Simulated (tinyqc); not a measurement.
Composition and strain of an epitaxial Si(1-x)Ge(x) layer from Raman and X-ray peaks: one step, computed by the program tinyqc. Command: `OMP_NUM_THREADS=1 python tinyqc.py 3001099 3001100 out.jsonl epiraman walk`. One thread of a shared host (Intel(R) Xeon(R) Processor @ 2.30GHz), about 0.01 s of CPU time with the checks.

A (001) layer, biaxially strained in the plane. The Raman peaks follow empirical lines omega = w0 + c1 x + c3 x^3 + b eps (c3 for Si-Ge alone), with eps the in-plane strain.

Problem. Raman peaks. Insert x and eps in the three lines; the strain part is b eps.

Inputs (values chosen for the exercise, modelled on silicon-germanium):

| quantity | value | unit |
|---|---|---|
| Ge fraction x | 0.22 | - |
| Si-Si: w0 | 520.5 | 1/cm |
| Si-Si: c1 | -69.7 | 1/cm |
| Si-Si: strain coefficient b | -774 | 1/cm |
| Si-Ge: w0 | 400 | 1/cm |
| Si-Ge: c1 | 25.7 | 1/cm |
| Si-Ge: c3 | -33.7 | 1/cm |
| Si-Ge: strain coefficient b | -601 | 1/cm |
| Ge-Ge: w0 | 280.4 | 1/cm |
| Ge-Ge: c1 | 20.3 | 1/cm |
| Ge-Ge: strain coefficient b | -435 | 1/cm |

Substrate: silicon.

in-plane strain eps = -6.784057 per mille

Give: Si-Si peak; Si-Ge peak; Ge-Ge peak; strain parts.

Solution.

Si-Si peak = 510.4 1/cm

Si-Ge peak = 409.4 1/cm

Ge-Ge peak = 287.8 1/cm

strain parts (1/cm): Si-Si 5.251, Si-Ge 4.077, Ge-Ge 2.951

Read as unstrained, the Si-Si peak would give x = 0.145 in place of 0.22.
